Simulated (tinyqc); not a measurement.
Coherent transport through a tight-binding region between two chains, step by step. One step of it, computed by the program tinyqc.

Problem. Transmission at E = -0.34 eV. Surface Green function g = (E - i sqrt(4 t^2 - E^2)) / (2 t^2); self-energy tc^2 g on each contact site; G = (E - H - Sigma)^(-1); Gamma = -2 Im Sigma; T = Gamma_L Gamma_R |G_LR|^2; local density of states -Im G_ii / pi.

H of the central region (eV):
```
[[0.510000, -1.360000, 0.000000],
 [-1.360000, 0.780000, -0.910000],
 [0.000000, -0.910000, 0.700000]]
```

Leads: semi-infinite chains with site energy 0:
```
parameter                           value
lead hopping t (eV)              1.120000
coupling to the left lead (eV)   1.040000
coupling to the right lead (eV)  0.360000
left contact site                       1
right contact site                      3
```

E = -0.340000 eV

Give: g; G; local density of states; transmission.

Solution.

g = -0.136-0.883i 1/eV

G (1/eV):
```
[[0.168-0.089i, 0.760-0.164i, 0.684-0.069i],
 [0.760-0.164i, 0.278-0.618i, 0.305-0.516i],
 [0.684-0.069i, 0.305-0.516i, -0.647-0.532i]]
```

local density of states (1/eV): [0.028, 0.197, 0.169]

transmission = 0.207
